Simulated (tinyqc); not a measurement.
Collinear exchange A + BC -> AB + C on a London-Eyring-Polanyi-Sato surface: saddle, string of images and rate. Changing the D(AB). Computed by tinyqc, a small Python program. Command: `OMP_NUM_THREADS=1 python tinyqc.py 3111396 3111397 out.jsonl leps sweep`. One thread of a shared host (Intel(R) Xeon(R) Processor @ 2.30GHz), about 0.3 s of CPU time with the checks.

x = r(AB), y = r(BC), r(AC) = x + y. V is counted from separated atoms, the barrier from A + BC, that is V + D(BC).

Inputs (values chosen for the exercise, bond data loosely for abstraction of hydrogen from a Si-H bond by a hydrogen atom; the barrier is not fitted):
```
quantity            value           unit
r0(AB)              0.742       angstrom
beta(AB)             1.94     1/angstrom
D(BC)                3.99             eV
r0(BC)               1.48       angstrom
beta(BC)             1.52     1/angstrom
D(AC)                3.93             eV
r0(AC)               1.48       angstrom
beta(AC)             1.52     1/angstrom
Sato parameter S     0.17              -
mass of A           1.008              u
mass of B           1.008              u
mass of C           28.09              u
step of the string   0.02  angstrom^2/eV
```

Constants: nu for 1 eV/(angstrom^2 u) = 15.6333042 THz.

Method:
- For each pair, with u = exp(-beta (r - r0)): Q = D [(3 + S) u^2 - (2 + 6 S) u]/(4 (1 + S)), J = D [(1 + 3 S) u^2 - (6 + 2 S) u]/(4 (1 + S)); V = Q1 + Q2 + Q3 - sqrt(((J1 - J2)^2 + (J2 - J3)^2 + (J3 - J1)^2)/2).
- String of 9 images between the fixed ends (r0(AB) + 2, r0(BC)) and (r0(AB), r0(BC) + 2), started on the two straight legs through (r0(AB) + 0.3, r0(BC) + 0.3): each iteration moves the inner images by -step x gradient (central differences) and spaces them evenly again along the broken line (coordinates are kept between 0.2 and 8 angstrom); stop when no coordinate changes by more than 1e-5 angstrom, at most 400 iterations.
- From the highest inner image, z -> z - H^-1 g with gradient g and Hessian H by central differences, steps capped at 0.15 angstrom, 12 steps.
- Wilson matrix G = [[1/m_A + 1/m_B, -1/m_B], [-1/m_B, 1/m_B + 1/m_C]]; eigenvalues lambda of G H give nu = 15.6333042 THz x sqrt(|lambda|), the negative one being imaginary. Reactant: nu_BC from k = 2 D beta^2 and 1/m_B + 1/m_C. Skew angle: cos = sqrt(m_A m_C/((m_A + m_B)(m_B + m_C))).

One run for each value:
```
D(AB) (eV)  barrier (eV)  imaginary frequency (THz)  real frequency at the saddle (THz)
3.39             0.75797                     24.812                              55.589
3.64             0.58898                     37.356                              42.315
3.89             0.44821                     48.532                              35.027
4.14             0.33664                     52.666                              32.727
4.39             0.25180                     50.140                              33.174
4.64             0.18908                     43.541                              35.519
4.89             0.14337                     35.574                              39.426
```

What does the table show, and why?

Over the rows, barrier (eV) falls from 0.758 to 0.143 (exponent d ln y / d ln x -3.5 between the first rows and -5.3 between the last); imaginary frequency (THz) goes from 24.8 through a maximum among these rows, 52.7 at 4.14, to 35.6; real frequency at the saddle (THz) goes from 55.6 through a minimum among these rows, 32.7 at 4.14, to 39.4. The barrier changes by -0.68 eV per eV of D(AB) between the first rows and -0.18 between the last; an Evans-Polanyi line would have one slope.

Extremes, crossings and ranges named in words are read from the listed rows.
